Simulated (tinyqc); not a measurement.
The product rho l across metals: free and nearly free electrons in a metal.

Constants: hbar^2/2m0 = 3.80998211 eV angstrom^2; hbar = 6.58211957e-16 eV s.

Free electrons with m = 1; fcc cells hold 4 atoms and bcc cells 2; n = atoms z/a^3, kF = (3 pi^2 n)^(1/3), rho l = hbar kF/(n e^2), e = 1.602176634e-19 C. Inputs are chosen for the exercise.

Cases:
```
case     lattice  a (angstrom)  z  rho (micro-ohm cm)
near Li      bcc         3.503  1                9.92
near Ca      fcc         5.542  2                3.53
near Cu      fcc         3.611  1                1.74
near Al      fcc         4.053  3                2.80
near Ag      fcc         4.106  1                1.69
near Na      bcc         4.258  1                5.09
```

Rank the cases by rho l (1e-16 ohm m^2), lowest first.

Answer: near Al, near Cu, near Ag, near Ca, near Li, near Na.

Results:
```
case     lattice  a (angstrom)  z  rho (micro-ohm cm)  kF (1/angstrom)  EF (eV)  l (nm)  rho l (1e-16 ohm m^2)
near Li      bcc         3.503  1                9.92            1.113     4.72     9.9                   9.82
near Ca      fcc         5.542  2                3.53            1.116     4.75    27.6                   9.76
near Cu      fcc         3.611  1                1.74            1.360     7.05    37.8                   6.58
near Al      fcc         4.053  3                2.80            1.748    11.64    14.2                   3.98
near Ag      fcc         4.106  1                1.69            1.196     5.45    50.3                   8.50
near Na      bcc         4.258  1                5.09            0.915     3.19    28.5                  14.52
```

rho l falls as n^(-2/3): it is lowest for the case near Al and highest for near Na. The lowest bulk rho belongs to near Ag; in very narrow wires, where rho l rules, the order changes. Real Fermi surfaces depart from spheres, most for the polyvalent and noble metals.

Run: tinyqc, `OMP_NUM_THREADS=1 python tinyqc.py 1682657 1682658 out.jsonl`; Intel(R) Xeon(R) Processor @ 2.30GHz, one thread, shared host; about 0.01 s of CPU time with all checks.
